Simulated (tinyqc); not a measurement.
Wannier-Stark ladder of a miniband: sweeps and comparisons. A value that a table varies takes the place of the one given here.

One state in each well j = -(Nw - 1)/2 ... (Nw - 1)/2: H_jj = j e F d, H_(j,j+1) = -W/4; 1 kV/cm = 0.01 meV/angstrom. In an infinite chain the levels are j e F d and the state of well 0 has amplitude J_j(x) in size on well j, x = W/(2 e F d).

Constants: hbar = 6.58211957e-16 eV s.

Parameters, chosen for this exercise (near those of a non-polar GaN/AlGaN superlattice; the results hold for these values, not for the real material): W = 44 meV (miniband width); d = 40 angstrom (period); Nw = 7 (wells); Fs = (14, 19, 26, 36, 56, 95, 210) kV/cm (fields); G = 12 meV (hbar/tau); F = 25 kV/cm (field).

## Raising the field

Infinite-chain weights beside the middle spacing of the finite stack.

Results:
```
F (kV/cm),e F d (meV),x,J_0^2,J_1^2,J_2^2,middle spacing/(e F d)
14,5.60,3.929,0.161,0.001,0.145,1.4556
19,7.60,2.895,0.049,0.142,0.233,1.1747
26,10.40,2.115,0.025,0.321,0.143,1.0498
36,14.40,1.528,0.246,0.315,0.057,1.0105
56,22.40,0.982,0.598,0.189,0.012,1.0010
95,38.00,0.579,0.843,0.077,0.002,1.0000
2.1e+02,84.00,0.262,0.966,0.017,0.000,1.0000
```

J_0 vanishes at x = 2.405, F = 22.9 kV/cm, where the line at j = 0 disappears; J_0^2 overtakes J_1^2 for good at x = 1.435, F = 38.3 kV/cm, and reaches 0.97 in the last row. The 7 wells reproduce the middle spacing of the even ladder to 1 % from 56 kV/cm on, where the swing W/(e F d) = 2x is 2.0 periods. The lines are seen apart only where e F d exceeds their width, usually a few meV.

## Drift velocity with scattering

Esaki-Tsu: v = v0 y/(1 + y^2), y = e F d/G, v0 = W d/(2 hbar), at zero temperature; 1 angstrom/s = 1e-8 cm/s, 1 kV/cm = 0.01 meV/angstrom. The last column is dv/dF in cm^2/(V s).

Results:
```
y,F (kV/cm),v (1e6 cm/s),dv/dF
0.1,3.00,1.32,433
0.3,9.00,3.68,341
0.6,18.00,5.90,154
1.0,30.00,6.68,0
1.5,45.00,6.17,-53
2.5,75.00,4.61,-45
4.0,120.00,3.15,-23
```

v0 = 13.37 x 1e6 cm/s
field at y = 1 = 30.00 kV/cm

The velocity peaks at v0/2 = 6.68 x 1e6 cm/s at 30.00 kV/cm and then falls: negative differential velocity, steepest at y = sqrt3 with -v0/(8 Fc) = -56 cm^2/(V s). The low-field mobility is v0/Fc = 446 cm^2/(V s). At the peak the swing is W/G = 3.7 periods, too few for the semiclassical picture to be safe.

## What each parameter does

e F d, x, J_0(x)^2 and the lowest level of the finite stack. Each row changes one parameter from the base and keeps the others.

Results:
```
case,e F d (meV),x,J_0^2,lowest level (meV)
base,10.00,2.200,0.012,-38.69
W = 55 meV,10.00,2.750,0.027,-42.29
d = 48 angstrom,12.00,1.833,0.103,-43.77
F = 35 kV/cm,14.00,1.571,0.222,-49.00
Nw = 9,10.00,2.200,0.012,-48.69
```

The largest shifts from the base row, up to three for each result and ties (the steps differ in size, so this ranks the rows, not the parameters). e F d (meV): F +4.00, d +2.00; unchanged at the printed digits by W and Nw. x: F -0.629, W +0.550, d -0.367; unchanged at the printed digits by Nw. J_0^2: F +0.210, d +0.091, W +0.015; unchanged at the printed digits by Nw. lowest level (meV): F -10.31, Nw -10.00, d -5.08.

(tinyqc, `OMP_NUM_THREADS=1 python tinyqc.py 1250521 1250522 out.jsonl`, Intel(R) Xeon(R) Processor @ 2.30GHz, 1 thread, shared host, about 0.01 s.)
